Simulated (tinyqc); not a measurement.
Comparisons within one model: configuration-coordinate model of carrier capture at a defect. A value that a table varies takes the place of the one given here.

Two parabolas of equal curvature k in one coordinate Q: with the carrier free at the band edge, U_f = k Q^2/2; with the carrier trapped, U_t = k (Q - dQ)^2/2 - ET. ER = k dQ^2/2, Huang-Rhys factor S = ER/hw, hw = 0.0646541 sqrt(k/M) eV for k in eV/angstrom^2 and M in u. The curves cross at a height Eb = (ER - ET)^2/(4 ER) above the free minimum.

Multiphonon factor for giving p = ET/hw phonons to the lattice: W = exp(-S (2 nb + 1)) ((nb + 1)/nb)^(p/2) I_p(x), nb = 1/(exp(hw/kT) - 1), x = 2 S sqrt(nb (nb + 1)), I_p the modified Bessel function. Classical limit: W = hw exp(-Eb/kT)/sqrt(4 pi ER kT). At T = 0: exp(-S) S^p/Gamma(p + 1).

Constants: kB = 8.617333262e-05 eV/K.

Parameters, chosen for this exercise (of the size met at a DX centre in AlGaAs; shifted at random, so the results belong to these values and not to a real crystal): ET = 0.2 eV (thermal depth of the level below the band edge); ER = 0.73 eV (relaxation energy); hw = 0.012 eV (phonon energy of the mode); T = 400 K (temperature).

## Capture against temperature

The local activation energy is -d ln W/d(1/kT), by central differences with T changed by 1 %.

Against T:
```
T (K)  kT/hw  log10 W  log10 W, classical  activation energy (eV)
40     0.287   -9.681             -13.291                  0.0264
60     0.431   -8.049              -9.339                  0.0526
80     0.574   -6.794              -7.382                  0.0668
120    0.862   -5.263              -5.450                  0.0783
160    1.149   -4.421              -4.502                  0.0819
220    1.580   -3.712              -3.745                  0.0826
300    2.154   -3.211              -3.224                  0.0810
400    2.872   -2.877              -2.883                  0.0776
550    3.950   -2.619              -2.621                  0.0718
```

log10 W at T = 0 = -10.822
Eb = 0.0962 eV

At 40 K log10 W is -9.68, against -10.82 at T = 0 and -13.3 classically; at 550 K the two forms differ by 0.00. The activation energy read from an Arrhenius plot goes from 0.026 eV at 40 K to 0.072 at 550 K, with its largest value 0.083 at 220 K, against Eb = 0.096 eV; the classical form itself gives Eb - kT/2. A measured slope therefore understates the barrier.

## Capture against depth of the level

ET is varied at fixed ER, hw and T, as by moving the band edge with alloying or pressure.

Against ET:
```
ET/ER  ET (eV)  Eb (eV)  log10 W  log10 W, classical
0.10     0.073   0.1478   -3.526              -3.533
0.25     0.182   0.1027   -2.958              -2.964
0.50     0.365   0.0456   -2.242              -2.246
0.75     0.547   0.0114   -1.814              -1.815
1.00     0.730   0.0000   -1.673              -1.671
1.25     0.912   0.0114   -1.817              -1.815
1.50     1.095   0.0456   -2.243              -2.246
2.00     1.460   0.1825   -3.931              -3.970
3.00     2.190   0.7300  -10.550             -10.868
```

Capture is fastest at ET/ER = 1 among these rows, where the barrier vanishes or nearly so. The classical form is symmetric about ET = ER; the quantum one gives -2.24 at 0.5 and -2.24 at 1.5, against -2.25 for both. At ET = 3 ER it lies 0.3 decades above the classical value: deep levels capture by emitting many phonons, and the rate falls with depth by 9.1 decades per eV between the last two rows. Rows deeper than the gap of the host are formal.

## What each parameter does

Eb, log10 W and the full width 2.35482 sqrt(ER hw coth(hw/2kT)). Each row changes one parameter from the base and keeps the others.

Results:
```
case            Eb (eV)  log10 W  full width (eV)
base             0.0962   -2.877           0.5309
ET = 0.24 eV     0.0822   -2.701           0.5309
ER = 0.78 eV     0.1078   -3.037           0.5488
hw = 0.0144 eV   0.0962   -2.795           0.5321
T = 430 K        0.0962   -2.809           0.5501
```

The largest shifts from the base row, up to three for each result and ties (the steps differ in size, so this ranks the rows, not the parameters). Eb (eV): ET -0.0140, ER +0.0116; unchanged at the printed digits by hw and T. log10 W: ET +0.176, ER -0.160, hw +0.082. full width (eV): T +0.0192, ER +0.0179, hw +0.0012; unchanged at the printed digits by ET.

Computed by tinyqc, a small Python program: `OMP_NUM_THREADS=1 python tinyqc.py 1481137 1481138 out.jsonl` (the numbers bound the seed that draws the inputs); one thread of a shared host (Intel(R) Xeon(R) Processor @ 2.30GHz), about 0.01 s for the whole set of steps.
